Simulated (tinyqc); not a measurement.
# Changing the density rho_2

Model: thermal boundary conductance by the acoustic and diffuse mismatch models. Computed by tinyqc, a small Python program. Command: `OMP_NUM_THREADS=1 python tinyqc.py 3010507 3010508 out.jsonl kapitza sweep`. One thread of a shared host (Intel(R) Xeon(R) Processor @ 2.30GHz), about 0.01 s of CPU time with the checks.

Each side has one longitudinal and two transverse Debye branches, omega = v q up to q_D = (6 pi^2 n)^(1/3), with n counting all atoms. Scattering at the interface is elastic. Electrons are left out of G, also for metals. Melting is ignored. G refers to the temperatures of the phonons sent towards the interface. Linear branches over all atoms overstate G at high T, most for crystals with several atoms a cell.

Inputs (values chosen for the exercise, modelled on aluminium (side 1) and titanium nitride (side 2)):

| quantity | value | unit |
|---|---|---|
| density rho_1 | 2.69 | g/cm^3 |
| longitudinal velocity vL_1 | 6110 | m/s |
| transverse velocity vT_1 | 2960 | m/s |
| atom density n_1 | 60.4 | 1/nm^3 |
| longitudinal velocity vL_2 | 10200 | m/s |
| transverse velocity vT_2 | 6210 | m/s |
| atom density n_2 | 106 | 1/nm^3 |
| conductivity kappa_2 | 25.3 | W/(m K) |
| temperature T | 300 | K |

Structure: film on a substrate.

Constants: hbar = 1.054571817e-34 J s; k_B = 1.380649e-23 J/K.

Method:
- omega_c = v q_D for each branch, given as hbar omega_c/k_B; impedance Z = rho v.
- No mode conversion. t(theta) = 4 Z_1 Z_2 cos(theta_1) cos(theta_2)/N^2, with N = Z_2 cos(theta_1) + Z_1 cos(theta_2) for L (the form for pressure waves) and N = Z_1 cos(theta_1) + Z_2 cos(theta_2) for both T branches (the form for shear waves polarised along the interface); sin(theta_2) = (v_2/v_1) sin(theta_1), and t = 0 beyond the critical angle arcsin(v_1/v_2); the mean over the incoming flux is alpha = 2 int t sin(theta_1) cos(theta_1) d theta_1 (64 Gauss-Legendre points).
- G = (k_B^4 T^3/(8 pi^2 hbar^3)) int W(x) x^4 e^x/(e^x - 1)^2 dx, x = hbar omega/(k_B T). Acoustic mismatch: W = sum over the three branches of alpha(1 to 2)/v_1^2, each up to the lower of its two cut-offs. Diffuse mismatch: W = S_1 S_2/(S_1 + S_2), where S_i sums 1/v^2 over the branches of side i still below their cut-off. Radiation limit: W = min(S_1, S_2). The integral is split at the four cut-offs (64 Gauss-Legendre points a piece, x at most 45).
- Boundary resistance R = 1/G and Kapitza length kappa_2/G use the diffuse value.

One run for each value:

| density rho_2 (g/cm^3) | G, acoustic mismatch (MW/(m^2 K)) | G, diffuse mismatch (MW/(m^2 K)) | G, radiation limit (MW/(m^2 K)) |
|---|---|---|---|
| 0.5 | 461.8 | 835.6 | 1151 |
| 0.8 | 540.4 | 835.6 | 1151 |
| 1.3 | 578.3 | 835.6 | 1151 |
| 2.1 | 559.2 | 835.6 | 1151 |
| 3.3 | 495.6 | 835.6 | 1151 |
| 5.3 | 402.1 | 835.6 | 1151 |
| 8.5 | 304.5 | 835.6 | 1151 |
| 14.0 | 214.0 | 835.6 | 1151 |
| 22.0 | 149.6 | 835.6 | 1151 |

Over the rows, G, acoustic mismatch (MW/(m^2 K)) goes from 462 through a maximum among these rows, 578 at 1.30, to 150; G, diffuse mismatch (MW/(m^2 K)) does not change; G, radiation limit (MW/(m^2 K)) does not change. The exponent of G, diffuse mismatch stays at 0: the diffuse model does not use the densities. The longitudinal impedances match at rho_2 = 1.61 and the transverse ones at 1.28 g/cm^3; the acoustic model is largest among these rows at 1.30, while the other two do not use the densities.

Caution (all rows): at this temperature short waves carry the heat; linear branches up to q_D overstate their velocity, and inelastic processes, left out here, grow with T.

Extremes, crossings and ranges named in words are read from the listed rows.
